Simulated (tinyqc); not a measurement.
Inside a calculation. Model: frequency dispersion of an accumulation capacitance by border traps, distributed model.

tinyqc, about 0.6 s, one thread, Intel Xeon 2.30GHz (shared host): `OMP_NUM_THREADS=1 python tinyqc.py 2202113 2202114 out.jsonl` Printed values are rounded.

Traps spread evenly through the insulator exchange electrons with the semiconductor by tunnelling, with tau(x) = t0 exp(2 ka x) at depth x from the interface. The admittance per area Y seen at depth x obeys dY/dx = -Y^2/(i w eps0 eox) + q Nb ln(1 + i w tau)/tau, with Y(0) = i w Cs and w = 2 pi f; the gate sees Y(tox) = G + i w C. Working variable y = Y/(i w), in uF/cm^2. Cox = eps0 eox/tox.

Inputs (values chosen for the exercise); permittivity close to that of hafnium oxide:
```
symbol   value         unit                                               meaning
eox         19                             relative permittivity of the insulator
tox         11           nm                                   insulator thickness
Cs         1.1      uF/cm^2             semiconductor capacitance in accumulation
Nb      5.5e18  cm^-3 eV^-1                               density of border traps
ka         3.2         1/nm  decay constant of the wave function in the insulator
t0       4e-11            s              time constant of a trap at the interface
f          100           Hz                                             frequency
xe         3.5           nm               depth down to which the steps are taken
```

Constants: q = 1.602176634e-19 C, eps0 = 8.8541878128e-14 F/cm where lengths are in cm. Results are converted to the units shown.

## Scales and lumped estimate

Cox; trap-free value 1/(1/Cox + 1/Cs); response depth d = ln(1/(w t0))/(2 ka), where w tau = 1; lumped estimate: all traps within d act as C_bt = q Nb d placed at d/2, so C = 1/{1/[1/(1/Cs + d/(2 eps0 eox)) + C_bt] + (tox - d/2)/(eps0 eox)}.

Cox = 1.529360 uF/cm^2
trap-free C = 0.6398119 uF/cm^2
d = 2.734234 nm
C_bt = 0.2409399 uF/cm^2
lumped C = 0.7287728 uF/cm^2

The traps within reach amount to 0.219 Cs and lie in the first 24.9 % of the insulator.

## Midpoint steps through the active depth

In terms of y: dy/dx = -y^2/(eps0 eox) + s(x), s = q Nb ln(1 + z)/z, z = i w tau. 11 midpoint steps of h = xe/11: y_half = y + (h/2) y'(x, y), y(new) = y + h y'(x + h/2, y_half).

```
point     x (nm)        s (uF/(cm^2 nm))         y (uF/cm^2)
0              0  0.08811971+0.00000000i  1.100000+0.000000i
1      0.3181818  0.08811971-0.00000001i  1.105045+0.000000i
2      0.6363636  0.08811971-0.00000007i  1.109884+0.000000i
3      0.9545455  0.08811971-0.00000050i  1.114524+0.000000i
4       1.272727  0.08811971-0.00000382i  1.118973+0.000000i
5       1.590909  0.08811970-0.00002925i  1.123237-0.000004i
6       1.909091  0.08811895-0.00022416i  1.127324-0.000029i
7       2.227273  0.08807511-0.00171642i  1.131238-0.000224i
8       2.545455  0.08563030-0.01260782i  1.134883-0.001707i
9       2.863636  0.04461279-0.03524199i  1.133888-0.010383i
10      3.181818  0.00760503-0.01439857i  1.116050-0.017934i
11           3.5  0.00102493-0.00321304i  1.093838-0.019346i
```

## Capacitance and conductance at the gate

y at xe = 1.093838-0.019346i uF/cm^2

Beyond xe the traps are ignored, so 1/y(tox) = 1/y(xe) + (tox - xe)/(eps0 eox); C = Re y, G/w = -Im y, loss tangent G/(w C).

y at the gate = 0.7353279-0.0087411i uF/cm^2
C = 0.7353279 uF/cm^2
G/w = 0.008741127 uF/cm^2
loss tangent = 0.01188739

A fine integration over the whole insulator gives C = 0.73541 and G/w = 0.009018 uF/cm^2; the coarse G/w is 3.1 % below that. The fine C is 15 % above the trap-free value, and the lumped estimate is 0.90 % below the fine result.
